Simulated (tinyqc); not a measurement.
CIS and TDHF on RHF in the 6-31g basis, for H3+, spin multiplicity 1, step by step. Computed by tinyqc, a small Python program that keeps every step (integrals from PySCF). Settings: charge = 1, multiplicity = 1, basis = 6-31g, method = RHF, energy threshold = 1e-10, iteration cap = 61, orthogonalisation = canonical, start = atomic densities, DIIS depth = 6, TDHF = 1. Command: `OMP_NUM_THREADS=1 python tinyqc.py 29210 29211 out.jsonl` (the two numbers bound the seeds that draw the settings). One thread of a shared host (Intel(R) Xeon(R) Processor @ 2.60GHz), about 0.1 s of CPU time with the checks. The early iterations of the SCF are left out here.

## One-electron integrals

Geometry (angstrom):
```
atom       x       y        z
H     0.0000  0.0000   0.0000
H     0.0000  0.0000   1.0340
H     0.0000  0.0000  -1.0340
```

Basis 6-31g: exponents (1/bohr^2) and contraction coefficients of normalised primitives:
```
element  l (shell)  exponent  coefficient
H            s (1)   18.7311       0.0335
H            s (1)    2.8254       0.2347
H            s (1)    0.6401       0.8138
H            s (2)    0.1613       1.0000
```

Overlap, kinetic and nuclear-attraction integrals over the contracted functions; the nuclear repulsion is the sum of Za Zb / Rab.

nuclear repulsion = 1.279442 hartree

overlap S:
```
        1H 1s   1H 2s   2H 1s   2H 2s   3H 1s   3H 2s
1H 1s  1.0000  0.6583  0.2321  0.3986  0.2321  0.3986
1H 2s  0.6583  1.0000  0.3986  0.7350  0.3986  0.7350
2H 1s  0.2321  0.3986  1.0000  0.6583  0.0051  0.0889
2H 2s  0.3986  0.7350  0.6583  1.0000  0.0889  0.2918
3H 1s  0.2321  0.3986  0.0051  0.0889  1.0000  0.6583
3H 2s  0.3986  0.7350  0.0889  0.2918  0.6583  1.0000
```

kinetic energy T (hartree):
```
        1H 1s   1H 2s    2H 1s    2H 2s    3H 1s    3H 2s
1H 1s  1.3957  0.2597   0.0125   0.1044   0.0125   0.1044
1H 2s  0.2597  0.2419   0.1044   0.1413   0.1044   0.1413
2H 1s  0.0125  0.1044   1.3957   0.2597  -0.0114  -0.0117
2H 2s  0.1044  0.1413   0.2597   0.2419  -0.0117   0.0126
3H 1s  0.0125  0.1044  -0.0114  -0.0117   1.3957   0.2597
3H 2s  0.1044  0.1413  -0.0117   0.0126   0.2597   0.2419
```

nuclear attraction V (hartree):
```
         1H 1s    1H 2s    2H 1s    2H 2s    3H 1s    3H 2s
1H 1s  -2.6756  -1.4081  -0.5258  -0.8425  -0.5258  -0.8425
1H 2s  -1.4081  -1.5451  -0.7831  -1.0998  -0.7831  -1.0998
2H 1s  -0.5258  -0.7831  -2.4203  -1.2437  -0.0117  -0.1772
2H 2s  -0.8425  -1.0998  -1.2437  -1.3484  -0.1772  -0.4509
3H 1s  -0.5258  -0.7831  -0.0117  -0.1772  -2.4203  -1.2437
3H 2s  -0.8425  -1.0998  -0.1772  -0.4509  -1.2437  -1.3484
```

core Hamiltonian H = T + V (hartree):
```
         1H 1s    1H 2s    2H 1s    2H 2s    3H 1s    3H 2s
1H 1s  -1.2799  -1.1484  -0.5133  -0.7381  -0.5133  -0.7381
1H 2s  -1.1484  -1.3032  -0.6788  -0.9585  -0.6788  -0.9585
2H 1s  -0.5133  -0.6788  -1.0246  -0.9839  -0.0231  -0.1889
2H 2s  -0.7381  -0.9585  -0.9839  -1.1065  -0.1889  -0.4383
3H 1s  -0.5133  -0.6788  -0.0231  -0.1889  -1.0246  -0.9839
3H 2s  -0.7381  -0.9585  -0.1889  -0.4383  -0.9839  -1.1065
```

## Two-electron integrals

Functions are numbered as in S; the eight-fold symmetry (ij|kl) = (ji|kl) = (kl|ij) leaves the list below.

Two-electron integrals (ij|kl) in chemists' order, unique and non-zero (hartree):
```
(11|11) 1.0766     (21|11) 0.5785     (21|21) 0.3294     (22|11) 0.5874
(22|21) 0.3613     (22|22) 0.4532     (31|11) 0.1856     (31|21) 0.1085
(31|22) 0.1235     (31|31) 0.0500     (32|11) 0.2271     (32|21) 0.1419
(32|22) 0.1814     (32|31) 0.0714     (32|32) 0.1197     (33|11) 0.5041
(33|21) 0.3239     (33|22) 0.4346     (33|31) 0.1856     (33|32) 0.3403
(33|33) 1.0766     (41|11) 0.3403     (41|21) 0.1951     (41|22) 0.2162
(41|31) 0.0714     (41|32) 0.0962     (41|33) 0.2271     (41|41) 0.1197
(42|11) 0.3971     (42|21) 0.2468     (42|22) 0.3167     (42|31) 0.0982
(42|32) 0.1557     (42|33) 0.3971     (42|41) 0.1557     (42|42) 0.2448
(43|11) 0.3239     (43|21) 0.2065     (43|22) 0.2764     (43|31) 0.1085
(43|32) 0.1951     (43|33) 0.5785     (43|41) 0.1419     (43|42) 0.2468
(43|43) 0.3294     (44|11) 0.4346     (44|21) 0.2764     (44|22) 0.3751
(44|31) 0.1235     (44|32) 0.2162     (44|33) 0.5874     (44|41) 0.1814
(44|42) 0.3167     (44|43) 0.3613     (44|44) 0.4532     (51|11) 0.1856
(51|21) 0.1085     (51|22) 0.1235     (51|31) 0.0277     (51|32) 0.0360
(51|33) 0.0797     (51|41) 0.0585     (51|42) 0.0737     (51|43) 0.0523
(51|44) 0.0768     (51|51) 0.0500     (52|11) 0.2271     (52|21) 0.1419
(52|22) 0.1814     (52|31) 0.0360     (52|32) 0.0498     (52|33) 0.1125
(52|41) 0.0758     (52|42) 0.1051     (52|43) 0.0740     (52|44) 0.1107
(52|51) 0.0714     (52|52) 0.1197     (53|11) 0.0049     (53|21) 0.0027
(53|22) 0.0029     (53|31) 0.0009     (53|32) 0.0011     (53|33) 0.0026
(53|41) 0.0016     (53|42) 0.0020     (53|43) 0.0016     (53|44) 0.0022
(53|51) 0.0009     (53|52) 0.0011     (53|53) 2.32e-05   (54|11) 0.0584
(54|21) 0.0356     (54|22) 0.0434     (54|31) 0.0093     (54|32) 0.0125
(54|33) 0.0281     (54|41) 0.0193     (54|42) 0.0258     (54|43) 0.0184
(54|44) 0.0272     (54|51) 0.0166     (54|52) 0.0259     (54|53) 2.89e-04
(54|54) 0.0058     (55|11) 0.5041     (55|21) 0.3239     (55|22) 0.4346
(55|31) 0.0797     (55|32) 0.1125     (55|33) 0.2559     (55|41) 0.1699
(55|42) 0.2429     (55|43) 0.1684     (55|44) 0.2548     (55|51) 0.1856
(55|52) 0.3403     (55|53) 0.0026     (55|54) 0.0698     (55|55) 1.0766
(61|11) 0.3403     (61|21) 0.1951     (61|22) 0.2162     (61|31) 0.0585
(61|32) 0.0758     (61|33) 0.1699     (61|41) 0.1118     (61|42) 0.1407
(61|43) 0.1099     (61|44) 0.1530     (61|51) 0.0714     (61|52) 0.0962
(61|53) 0.0016     (61|54) 0.0236     (61|55) 0.2271     (61|61) 0.1197
(62|11) 0.3971     (62|21) 0.2468     (62|22) 0.3167     (62|31) 0.0737
(62|32) 0.1051     (62|33) 0.2429     (62|41) 0.1407     (62|42) 0.2026
(62|43) 0.1578     (62|44) 0.2267     (62|51) 0.0982     (62|52) 0.1557
(62|53) 0.0020     (62|54) 0.0354     (62|55) 0.3971     (62|61) 0.1557
(62|62) 0.2448     (63|11) 0.0584     (63|21) 0.0356     (63|22) 0.0434
(63|31) 0.0166     (63|32) 0.0259     (63|33) 0.0698     (63|41) 0.0236
(63|42) 0.0354     (63|43) 0.0408     (63|44) 0.0466     (63|51) 0.0093
(63|52) 0.0125     (63|53) 2.89e-04   (63|54) 0.0032     (63|55) 0.0281
(63|61) 0.0193     (63|62) 0.0258     (63|63) 0.0058     (64|11) 0.1714
(64|21) 0.1054     (64|22) 0.1323     (64|31) 0.0360     (64|32) 0.0529
(64|33) 0.1268     (64|41) 0.0631     (64|42) 0.0924     (64|43) 0.0807
(64|44) 0.1095     (64|51) 0.0360     (64|52) 0.0529     (64|53) 0.0008
(64|54) 0.0127     (64|55) 0.1268     (64|61) 0.0631     (64|62) 0.0924
(64|63) 0.0127     (64|64) 0.0386     (65|11) 0.3239     (65|21) 0.2065
(65|22) 0.2764     (65|31) 0.0523     (65|32) 0.0740     (65|33) 0.1684
(65|41) 0.1099     (65|42) 0.1578     (65|43) 0.1108     (65|44) 0.1672
(65|51) 0.1085     (65|52) 0.1951     (65|53) 0.0016     (65|54) 0.0408
(65|55) 0.5785     (65|61) 0.1419     (65|62) 0.2468     (65|63) 0.0184
(65|64) 0.0807     (65|65) 0.3294     (66|11) 0.4346     (66|21) 0.2764
(66|22) 0.3751     (66|31) 0.0768     (66|32) 0.1107     (66|33) 0.2548
(66|41) 0.1530     (66|42) 0.2267     (66|43) 0.1672     (66|44) 0.2491
(66|51) 0.1235     (66|52) 0.2162     (66|53) 0.0022     (66|54) 0.0466
(66|55) 0.5874     (66|61) 0.1814     (66|62) 0.3167     (66|63) 0.0272
(66|64) 0.1095     (66|65) 0.3613     (66|66) 0.4532
```

## Orthogonalisation

S = U s U^T; canonical form X = U s^(-1/2), so that X^T S X = 1. Each column of U has its largest component positive (the first on a tie).

eigenvalues of S: 0.0634  0.2643  0.4225  0.7086  1.4387  3.1024

X:
```
             1        2        3        4        5       6
1H 1s  -0.7975   0.0000   0.7184   0.9070   0.0000  0.2261
1H 2s   3.0141   0.0000  -0.5261   0.1513   0.0000  0.3062
2H 1s   0.2828  -0.8455   0.7266  -0.5067   0.4650  0.1703
2H 2s  -1.7166   1.0848  -0.5090  -0.1614   0.3624  0.2444
3H 1s   0.2828   0.8455   0.7266  -0.5067  -0.4650  0.1703
3H 2s  -1.7166  -1.0848  -0.5090  -0.1614  -0.3624  0.2444
```

## Iteration 7 (converged): orbitals

converged F (hartree):
```
         1H 1s    1H 2s    2H 1s    2H 2s    3H 1s    3H 2s
1H 1s  -0.3979  -0.7663  -0.4538  -0.5519  -0.4538  -0.5519
1H 2s  -0.7663  -0.7636  -0.5067  -0.5879  -0.5067  -0.5879
2H 1s  -0.4538  -0.5067  -0.2343  -0.5760  -0.1011  -0.2276
2H 2s  -0.5519  -0.5879  -0.5760  -0.5504  -0.2276  -0.3535
3H 1s  -0.4538  -0.5067  -0.1011  -0.2276  -0.2343  -0.5760
3H 2s  -0.5519  -0.5879  -0.2276  -0.3535  -0.5760  -0.5504
```

Diagonalise F' = X^T F X, C = X C', fill 1 alpha and 1 beta electrons from the bottom; D = 2 C_occ C_occ^T. Each column has its largest component positive (the first on a tie).

F' = X^T F X (hartree):
```
         1        2        3        4        5        6
1   0.5003   0.0000  -0.0953  -0.4337   0.0000  -0.0304
2   0.0000   0.6244   0.0000   0.0000  -0.1880   0.0000
3  -0.0953   0.0000   0.5337  -0.0648   0.0000  -0.1504
4  -0.4337   0.0000  -0.0648   0.3329   0.0000  -0.0785
5   0.0000  -0.1880   0.0000   0.0000  -0.3441   0.0000
6  -0.0304   0.0000  -0.1504  -0.0785   0.0000  -0.9328
```

orbital energies (hartree): MO1 -0.9572, MO2 -0.3794, MO3 -0.0340, MO4 0.5628, MO5 0.6596, MO6 0.8626

coefficients C:
```
          MO1      MO2      MO3      MO4      MO5      MO6
1H 1s  0.3341   0.0000   0.2672   0.5114   0.0000  -1.2575
1H 2s  0.4172   0.0000   1.8960  -0.6343   0.0000   2.3037
2H 1s  0.2187   0.3014  -0.1037   0.7913  -0.9166   0.4570
2H 2s  0.0841   0.5559  -1.3145  -0.4479   0.9995  -1.1645
3H 1s  0.2187  -0.3014  -0.1037   0.7913   0.9166   0.4570
3H 2s  0.0841  -0.5559  -1.3145  -0.4479  -0.9995  -1.1645
```

D after iteration 7:
```
        1H 1s   1H 2s   2H 1s   2H 2s   3H 1s   3H 2s
1H 1s  0.2232  0.2788  0.1461  0.0562  0.1461  0.0562
1H 2s  0.2788  0.3481  0.1825  0.0702  0.1825  0.0702
2H 1s  0.1461  0.1825  0.0957  0.0368  0.0957  0.0368
2H 2s  0.0562  0.0702  0.0368  0.0142  0.0368  0.0142
3H 1s  0.1461  0.1825  0.0957  0.0368  0.0957  0.0368
3H 2s  0.0562  0.0702  0.0368  0.0142  0.0368  0.0142
```

## Convergence

Stop when the energy changes by less than 1e-10 hartree and every element of the error matrix X^T (F D S - S D F) X is below 3e-06.

Course of the cycle:
```
iteration  E (hartree)     change  largest element of the error matrix
1            -0.688433          -                             9.49e-02
2            -1.190601  -5.02e-01                             3.14e-02
3            -1.191396  -7.95e-04                             4.86e-03
4            -1.191414  -1.81e-05                             1.93e-04
5            -1.191414  -3.20e-08                             1.48e-05
6            -1.191414  -1.31e-10                             1.07e-06
7            -1.191414  -5.77e-13                             2.02e-11
```

PySCF RHF in the same basis = -1.191414 hartree

Converged in 7 iterations.

## Integrals over molecular orbitals

(pq|rs) = sum C_ip C_jq C_kr C_ls (ij|kl), one index at a time.

one-electron integrals over orbitals h = C^T H C (hartree):
```
         1        2        3        4        5        6
1  -1.5137   0.0000  -0.0846  -0.0764   0.0000   0.0775
2   0.0000  -1.1277   0.0000   0.0000   0.1420   0.0000
3  -0.0846   0.0000  -0.7572   0.0673   0.0000   0.2103
4  -0.0764   0.0000   0.0673  -0.2644   0.0000   0.0409
5   0.0000   0.1420   0.0000   0.0000  -0.1044   0.0000
6   0.0775   0.0000   0.2103   0.0409   0.0000  -0.1340
```

Two-electron integrals over orbitals (pq|rs), unique and non-zero (hartree):
```
(11|11) 0.5565    (21|21) 0.1200    (22|11) 0.4342    (22|22) 0.4378
(31|11) 0.0846    (31|22) -0.0073   (31|31) 0.0674    (32|21) -0.0888
(32|32) 0.0954    (33|11) 0.3953    (33|22) 0.3662    (33|31) 0.0197
(33|33) 0.3504    (41|11) 0.0764    (41|22) 0.0749    (41|31) -0.0010
(41|33) 0.0445    (41|41) 0.0538    (42|21) 0.0670    (42|32) -0.0433
(42|42) 0.0664    (43|11) -0.0341   (43|22) -0.0431   (43|31) 0.0075
(43|33) -0.0166   (43|41) -0.0142   (43|43) 0.0218    (44|11) 0.4405
(44|22) 0.4101    (44|31) 0.0184    (44|33) 0.3463    (44|41) 0.0675
(44|43) -0.0462   (44|44) 0.4170    (51|21) -0.0591   (51|32) 0.0348
(51|42) -0.0557   (51|51) 0.0478    (52|11) -0.1005   (52|22) -0.1026
(52|31) 0.0044    (52|33) -0.0492   (52|41) -0.0584   (52|43) 0.0335
(52|44) -0.1035   (52|52) 0.0830    (53|21) 0.0057    (53|32) 0.0119
(53|42) 0.0273    (53|51) -0.0219   (53|53) 0.0302    (54|21) -0.1318
(54|32) 0.1042    (54|42) -0.0861   (54|51) 0.0744    (54|53) -0.0115
(54|54) 0.1663    (55|11) 0.4059    (55|22) 0.4182    (55|31) -0.0131
(55|33) 0.3437    (55|41) 0.0810    (55|43) -0.0450   (55|44) 0.4075
(55|52) -0.1118   (55|55) 0.4238    (61|11) -0.0775   (61|22) 0.0125
(61|31) -0.0669   (61|33) -0.0340   (61|41) -0.0094   (61|43) -0.0238
(61|44) 0.0010    (61|52) -0.0161   (61|55) 0.0227    (61|61) 0.0997
(62|21) 0.0520    (62|32) -0.0315   (62|42) 0.0436    (62|51) -0.0371
(62|53) 0.0203    (62|54) -0.0644   (62|62) 0.0360    (63|11) -0.1386
(63|22) -0.0662   (63|31) -0.0515   (63|33) -0.0590   (63|41) -0.0413
(63|43) 0.0082    (63|44) -0.0785   (63|52) 0.0441    (63|55) -0.0597
(63|61) 0.0615    (63|63) 0.0816    (64|11) -0.0251   (64|22) 0.0420
(64|31) -0.0503   (64|33) 0.0038    (64|41) 0.0259    (64|43) -0.0173
(64|44) 0.0228    (64|52) -0.0374   (64|55) 0.0560    (64|61) 0.0556
(64|63) 0.0237    (64|64) 0.0602    (65|21) -0.0784   (65|32) 0.0695
(65|42) -0.0550   (65|51) 0.0466    (65|53) -0.0041   (65|54) 0.1018
(65|62) -0.0370   (65|65) 0.0679    (66|11) 0.5481    (66|22) 0.4017
(66|31) 0.1045    (66|33) 0.3956    (66|41) 0.0838    (66|43) -0.0150
(66|44) 0.4194    (66|52) -0.0856   (66|55) 0.3813    (66|61) -0.1309
(66|63) -0.1630   (66|64) -0.0514   (66|66) 0.6042
```

## CIS matrix, singlets

A(ia,jb) = (e_a - e_i) d_ij d_ab + 2 (ia|jb) - (ij|ab).

CIS matrix A, singlet (hartree):
```
         1>2     1>3     1>4      1>5     1>6
1>2   0.3837  0.0000  0.0000  -0.0176  0.0000
1>3   0.0000  0.6627  0.0322   0.0000  0.0048
1>4   0.0000  0.0322  1.1871   0.0000  0.0064
1>5  -0.0176  0.0000  0.0000   1.3066  0.0000
1>6   0.0000  0.0048  0.0064   0.0000  1.4709
```

## CIS singlet states

dipole integrals <i|r|a> (bohr):
```
          x       y        z
1>2  0.0000  0.0000   1.3896
1>3  0.0000  0.0000   0.0000
1>4  0.0000  0.0000   0.0000
1>5  0.0000  0.0000  -0.0829
1>6  0.0000  0.0000   0.0000
```

Diagonalise A (1 hartree = 27.211386 eV); each vector has its largest component positive (the first on a tie). The transition dipole is mu = sqrt2 sum c_ia <i|r|a>.

singlet excitation energies (eV): 10.4311  17.9789  32.3529  35.5625  40.0312

lowest vectors:
```
     state 1  state 2  state 3  state 4  state 5
1>2   0.9998   0.0000   0.0000  -0.0191   0.0000
1>3   0.0000   0.9981   0.0608   0.0000   0.0069
1>4   0.0000  -0.0609   0.9979   0.0000   0.0232
1>5   0.0191   0.0000   0.0000   0.9998   0.0000
1>6   0.0000  -0.0054  -0.0236   0.0000   0.9997
```

oscillator strengths 2/3 w |mu|^2: 0.9844  0.0000  0.0000  0.0209  0.0000

## TDHF (RPA) singlet states

B(ia,jb) = 2 (ia|jb) - (ib|ja); the squared energies are the eigenvalues of (A - B)(A + B); 1 hartree = 27.211386 eV.

TDHF matrix B, singlet (hartree):
```
         1>2      1>3      1>4      1>5      1>6
1>2   0.1200   0.0000   0.0000  -0.0591   0.0000
1>3   0.0000   0.0674  -0.0010   0.0000  -0.0669
1>4   0.0000  -0.0010   0.0538   0.0000  -0.0094
1>5  -0.0591   0.0000   0.0000   0.0478   0.0000
1>6   0.0000  -0.0669  -0.0094   0.0000   0.0997
```

squared energies w^2 (hartree^2): 0.1314  0.4291  1.4104  1.6999  2.1483

TDHF energies from the positive w^2 (eV): 9.8621  17.8249  32.3167  35.4783  39.8840

## CIS matrix, triplets

A(ia,jb) = (e_a - e_i) d_ij d_ab - (ij|ab).

CIS matrix A, triplet (hartree):
```
        1>2     1>3     1>4     1>5     1>6
1>2  0.1436  0.0000  0.0000  0.1005  0.0000
1>3  0.0000  0.5279  0.0341  0.0000  0.1386
1>4  0.0000  0.0341  1.0794  0.0000  0.0251
1>5  0.1005  0.0000  0.0000  1.2109  0.0000
1>6  0.0000  0.1386  0.0251  0.0000  1.2716
```

## CIS triplet states

Diagonalise A (1 hartree = 27.211386 eV); each vector has its largest component positive (the first on a tie).

triplet excitation energies (eV): 3.6534  13.6446  29.2963  33.2048  35.3999

lowest vectors:
```
     state 1  state 2  state 3  state 4  state 5
1>2   0.9957   0.0000   0.0000   0.0930   0.0000
1>3   0.0000   0.9832   0.0249   0.0000   0.1807
1>4   0.0000  -0.0504   0.9891   0.0000   0.1383
1>5  -0.0930   0.0000   0.0000   0.9957   0.0000
1>6   0.0000  -0.1753  -0.1451   0.0000   0.9738
```

## TDHF (RPA) triplet states

B(ia,jb) = - (ib|ja); the squared energies are the eigenvalues of (A - B)(A + B); 1 hartree = 27.211386 eV.

TDHF matrix B, triplet (hartree):
```
         1>2      1>3      1>4      1>5      1>6
1>2  -0.1200   0.0000   0.0000   0.0591   0.0000
1>3   0.0000  -0.0674   0.0010   0.0000   0.0669
1>4   0.0000   0.0010  -0.0538   0.0000   0.0094
1>5   0.0591   0.0000   0.0000  -0.0478   0.0000
1>6   0.0000   0.0669   0.0094   0.0000  -0.0997
```

squared energies w^2 (hartree^2): 0.0004  0.2404  1.1553  1.4829  1.6807

TDHF energies from the positive w^2 (eV): 0.5767  13.3425  29.2486  33.1368  35.2772
